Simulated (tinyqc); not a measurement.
Tight binding, dimerised chain, step by step. One step of it, computed by the program tinyqc.

Task: Bloch Hamiltonian at X. H_AA = +delta, H_BB = -delta, H_AB = -t1 - t2 exp(-i k a).

Parameters chosen for this model:

| parameter | value | unit |
|---|---|---|
| t1 | 1.730000 | eV, inside the cell |
| t2 | 2.120000 | eV, between cells |
| delta | 0.760000 | eV, +/- on the two sites |

k point X (2 pi / a): 0.500000

Give: H(k) at X.

Result:

H(k) at X (eV):
```
        A        B
A  0.7600   0.3900
B  0.3900  -0.7600
```
